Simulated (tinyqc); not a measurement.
Peierls distortion of a half-filled chain: sweeps and comparisons. A value that a table varies takes the place of the one given here.

Atoms move by +/- u, so bonds change by -/+ 2u and hoppings are t +/- 2 al u. Bands E = -/+ sqrt((2 t cos x)^2 + D^2 sin^2 x) with D = 4 al u, x = k a in (0, pi/2); the gap is 2D. Energy per atom at zero temperature: E(u) = -mean_x sqrt(...) + 2 K u^2; exactly, the mean is (4t/pi) E(1 - z^2), z = D/2t, E the complete elliptic integral of the second kind with parameter m. Coupling lambda = 2 al^2/(pi t K).

Constants: kB = 8.617333262e-05 eV/K.

Values chosen for the exercise:
```
symbol  value  unit           meaning
t       1.96   eV             hopping of the even chain
al      6      eV/angstrom    change of hopping with bond length
K       54.2   eV/angstrom^2  spring constant of a bond
```

## Energy against distortion

Exact means; both parts are counted from u = 0.

Energies per atom:
```
u (angstrom)  gap (eV)  electrons (meV)  springs (meV)  total (meV)
0.0024           0.115            -1.38           0.62        -0.75
0.0061           0.293            -7.27           4.03        -3.23
0.0122           0.586           -24.27          16.13        -8.14
0.0184           0.883           -48.80          36.70       -12.10
0.0245           1.176           -78.67          65.07       -13.61
0.0306           1.469          -113.33         101.50       -11.83
0.0367           1.762          -152.10         146.00        -6.09
0.0428           2.054          -194.46         198.57         4.11
0.0539           2.587          -279.44         314.92        35.48
```

The ratio of electronic gain to elastic cost is 2.20 in the first row and 0.89 in the last: the gain goes as u^2 ln(1/u), so it wins at small u for any K. The total is lowest at u = 0.0245 angstrom and turns positive between 0.0367 and 0.0428.

## A coarse mesh hides or distorts the instability

u0 from the gap equation K = 4 al^2 mean(sin^2 x/|E|) on the mesh x_j = (j + 1/2) pi/(2N); 0 where it has no root.

Results:
```
N     u0 (angstrom)  gap (eV)  smallest |E| at u = 0 (eV)
1            0.0000     0.000                       2.772
2            0.0000     0.000                       1.500
3            0.0000     0.000                       1.015
4            0.0188     0.903                       0.765
6            0.0235     1.126                       0.512
8            0.0242     1.163                       0.384
12           0.0245     1.174                       0.256
20           0.0245     1.175                       0.154
40           0.0245     1.175                       0.077
4000         0.0245     1.175                       0.001
```

For N = 1, 2 and 3 no distortion is found: the mesh leaves its own gap at u = 0, which cuts off the logarithm. u0 is within 1 % of the last row from N = 12 on; the mesh must resolve D = 0.588 eV, and the coherence length xi/a = 2t/D is 6.7.

## Closing of the gap with temperature

The gap equation gains the factor tanh(|E|/2kT); 4000 points; Tp is where its root reaches zero.

Results:
```
T/Tp  T (K)  u (angstrom)   u/u0
0.20    752        0.0245  1.000
0.40   1504        0.0241  0.986
0.60   2256        0.0223  0.911
0.70   2632        0.0204  0.834
0.80   3008        0.0175  0.717
0.90   3384        0.0130  0.532
0.95   3572        0.0094  0.385
0.99   3722        0.0043  0.175
```

Tp = 3760 K

D(0)/(kB Tp) = 1.814, against 1.764 at weak coupling. u/u0 is 0.911 at 0.6 Tp and 0.532 at 0.9 Tp, and near Tp it goes as sqrt(1 - T/Tp): 2.20 between the last two rows against sqrt(5) = 2.24. In a single chain fluctuations forbid this transition; coupling between chains sets the real one, far lower.

## What moves the distortion

Exact means. Each row changes one parameter from the base and keeps the others.

Results:
```
case                     lambda  u0 (angstrom)  gap (eV)  E(u0) - E(0) (meV)
base                     0.2157         0.0245     1.175              -13.61
t = 2.058 eV             0.2055         0.0228     1.093              -11.26
al = 6.3 eV/angstrom     0.2379         0.0293     1.478              -21.27
K = 56.91 eV/angstrom^2  0.2055         0.0217     1.041              -10.72
```

The largest shifts from the base row, up to three for each result and ties (the steps differ in size, so this ranks the rows, not the parameters). lambda: al +0.0221, t -0.0103, K -0.0103. u0 (angstrom): al +0.0048, K -0.0028, t -0.0017. gap (eV): al +0.303, K -0.135, t -0.083. E(u0) - E(0) (meV): al -7.66, K +2.88, t +2.35.

Computed by tinyqc, a small Python program: `OMP_NUM_THREADS=1 python tinyqc.py 1681565 1681566 out.jsonl` (the numbers bound the seed that draws the inputs); one thread of a shared host (Intel(R) Xeon(R) Processor @ 2.30GHz), about 0.07 s for the whole set of steps.
